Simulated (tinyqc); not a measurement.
Thermodynamics of metal silicides: hull, first phase, silicon consumed, nucleation and stability against SiO2: one step, computed by the program tinyqc. Command: `OMP_NUM_THREADS=1 python tinyqc.py 3000239 3000240 out.jsonl silphase walk`. One thread of a shared host (Intel(R) Xeon(R) Processor @ 2.30GHz), about 0.01 s of CPU time with the checks.

Entropies of formation of the solids are neglected, so heats stand for free energies. Si fractions: M5Si3 0.3750, MSi 0.5000, MSi2 0.6667.

Problem. End state on a thin silicon layer. Overall Si fraction x0 = (t_Si/V_Si)/(t_Si/V_Si + t/V_M). In equilibrium the two stable phases that bracket x0 share the atoms by the lever rule.

Inputs (values chosen for the exercise, of the order of those of tungsten silicides for heats and volumes only): molar volume of M = 9.55 cm^3/mol; molar volume of Si = 12.06 cm^3/mol; metal thickness t = 12 nm; silicon available t_Si = 34 nm.

Phases: M5Si3, MSi, MSi2.

distance to the lowest tie line (kJ/mol atoms): M5Si3 -2.60625, MSi 6.01429, MSi2 -16.16667

Give: overall Si fraction x0; end state; share of atoms in the Si-richer phase.

Solution.

overall Si fraction x0 = 0.6917

End state: MSi2 + Si

share of atoms in the Si-richer phase = 0.07511
